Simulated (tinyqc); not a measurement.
# Changing the time step dt

Model: molecular dynamics of a small cluster by velocity Verlet steps. Computed by tinyqc, a small Python program. Command: `OMP_NUM_THREADS=1 python tinyqc.py 3001335 3001336 out.jsonl verlet sweep`. One thread of a shared host (Intel(R) Xeon(R) Processor @ 2.30GHz), about 0.1 s of CPU time with the checks.

E = sum_(i<j) phi(r_ij), phi(r) = eps [exp(-2 alpha (r - r0)) - 2 exp(-alpha (r - r0))]; the force on i is -sum_j phi'(r_ij) (R_i - R_j)/r_ij.

Inputs (values chosen for the exercise, for model atoms):
```
quantity,value,unit
length r0,2.97,angstrom
well depth eps,0.58,eV
stiffness alpha,1.54,1/angstrom
atomic mass M,182,u
steps,200,-
```

Potential: Morse. Thermostat: none.

starting positions (angstrom):
```
,x,y,z
atom 1,0.1,0.01,-0.01
atom 2,2.96,-0.08,-0.05
atom 3,1.49,2.6,0.02
atom 4,1.5,0.81,2.37
```

starting velocities (angstrom/fs):
```
,x,y,z
atom 1,-0.00119,-0.00044,-0.00013
atom 2,0.00101,0.00066,-0.00031
atom 3,-0.00078,8e-05,-0.00058
atom 4,0.00096,-0.00031,0.00102
```

Constants: 1 eV/(angstrom u) = 9.648533212e-03 angstrom/fs^2; k_B = 8.617333262e-05 eV/K.

Method:
- Relax the cluster, diagonalise the Hessian (central differences): omega_max = sqrt(c lambda_max/M). Verlet steps are stable for omega_max dt < 2.
- Velocity Verlet: a = c F/M with c = 9.648533212e-3 angstrom/fs^2 per eV/(angstrom u); R(new) = R + v dt + a dt^2/2; v(new) = v + (a + a(new)) dt/2. Kinetic energy K = M v^2/(2c); temperature T = 2K/((3N - 3) k_B), rotation of the cluster included.
- Spread = largest minus smallest value. The test of the step is the spread (largest minus smallest) of the total energy over the run without thermostat, against the spread of K; the step passes below 5 %. The mean T is over the second half.

One run for each value:
```
time step dt (fs),spread of the total energy (eV),spread of the total over spread of K,omega_max dt
1.1,0.000007,0.00014,0.0266
1.7,0.000018,0.00032,0.0411
2.5,0.000038,0.00069,0.0604
3.8,0.000101,0.00155,0.0918
5.8,0.000236,0.00343,0.1401
8.7,0.000528,0.00762,0.2101
13.0,0.001184,0.01712,0.3140
```

What does the table show, and why?

Over the rows, spread of the total energy (eV) rises from 7.37e-6 to 0.00118 (exponent d ln y / d ln x between 2.0 and 2.3); spread of the total over spread of K rises from 1.36e-4 to 0.0171 (exponent d ln y / d ln x about 2.0 throughout). At the low end the exponent of spread of the total energy is 2.00, close to 2: Verlet steps are of second order. The number of steps is fixed, so a longer step also covers a longer run; for runs of many periods the error scales as dt^2.

Extremes, crossings and ranges named in words are read from the listed rows.
